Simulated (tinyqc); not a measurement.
p-n diode with diffusion and depletion-layer recombination: one step of the calculation.

Abrupt junction in the depletion approximation, low injection, full ionisation, neutral widths fixed, ohmic contact on the p side. Vj is the junction voltage; where a series resistance Rs is given, V = Vj + J Rs is the terminal voltage.

Problem. Recombination in the depleted layer. ni = sqrt(Nc Nv) exp(-Eg/(2 Vt)), Eg in volts. Vbi = Vt ln(Na Nd/ni^2), W = sqrt(2 eps0 eps_r (Vbi - Vj)(1/Na + 1/Nd)/q), xp = W Nd/(Na + Nd), xn = W Na/(Na + Nd); u(x) = q Na (x + xp)^2/(2 eps0 eps_r) for x < 0 and Vbi - Vj - q Nd (xn - x)^2/(2 eps0 eps_r) for x > 0; p = Na exp(-u/Vt), n = Nd exp((u - Vbi + Vj)/Vt); U = ni^2 (exp(Vj/Vt) - 1)/(tp (n + ni exp(Et/Vt)) + tn (p + ni exp(-Et/Vt))); J_scr = q times the integral of U from -xp to xn. Trapezoid rule on 12 equal steps.

Inputs (values chosen for the exercise); band and dielectric values close to those of indium phosphide: temperature T = 450 K; band gap Eg = 1.35 eV; relative permittivity eps_r = 12.6; conduction-band density of states at T Nc = 1.05e18 cm^-3; valence-band density of states at T Nv = 2e19 cm^-3; acceptor density Na = 2.1e17 cm^-3; donor density Nd = 2e16 cm^-3; electron lifetime tn = 4e-7 s; hole lifetime tp = 2e-8 s; trap level above the intrinsic level Et = 0.16 eV; junction voltage at which recombination is evaluated Vj = 0.53 V.

Constants: q = 1.602176634e-19 C, kB = 1.380649e-23 J/K, Vt = kB T/q, eps0 = 8.8541878128e-14 F/cm where lengths are in cm. Results are converted to the units shown.

Wanted: W; x; u; n; p; U; J_scr.

Solution.

W = 193.3 nm

```
point,x (nm),u (V),n (cm^-3),p (cm^-3),U (cm^-3 s^-1)
0,-16.8,0.0000,6.552e10,2.100e17,1.638e17
1,-0.7,0.0391,1.796e11,7.660e16,4.491e17
2,15.4,0.1172,1.347e12,1.021e16,3.369e18
3,31.5,0.1880,8.358e12,1.646e15,2.088e19
4,47.6,0.2513,4.278e13,3.216e14,1.061e20
5,63.7,0.3072,1.807e14,7.614e13,4.020e20
6,79.8,0.3556,6.299e14,2.184e13,6.402e20
7,95.9,0.3966,1.812e15,7.594e12,3.489e20
8,112.0,0.4301,4.301e15,3.199e12,1.573e20
9,128.1,0.4562,8.425e15,1.633e12,8.127e19
10,144.2,0.4748,1.362e16,1.010e12,5.041e19
11,160.3,0.4860,1.817e16,7.574e11,3.782e19
12,176.5,0.4897,2.000e16,6.880e11,3.436e19
```

J_scr = 4.815e-4 A/cm^2

Numbers from tinyqc (`OMP_NUM_THREADS=1 python tinyqc.py 2260066 2260067 out.jsonl`; about 0.01 s on one thread of a shared Intel Xeon 2.30GHz).
